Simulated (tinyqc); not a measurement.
# Avrami exponent and activation energy from three anneals

Inverse problem. Isothermal crystallisation follows X = 1 - exp(-(k t)^n) with k proportional to exp(-Ec q/(kB T)). Find n, k at both temperatures and Ec.

Constants: q = 1.602176634e-19 C, kB = 1.380649e-23 J/K. Results are converted to the units shown.

X at (423 K, 810 s), (423 K, 1620 s) and (443 K, 35 s): 0.19438591  0.82257434  0.40221857

Answer. -ln(1 - X) = (k t)^n: the two times give n, and the two rates give Ec.

n = 3.000
k at 423 K = 7.409e-4 1/s
k at 443 K = 0.02289 1/s
Ec = 2.770 eV

Numbers from tinyqc (`OMP_NUM_THREADS=1 python tinyqc.py 2490004 2490005 out.jsonl`; about 0.03 s on one thread of a shared Intel Xeon 2.30GHz).
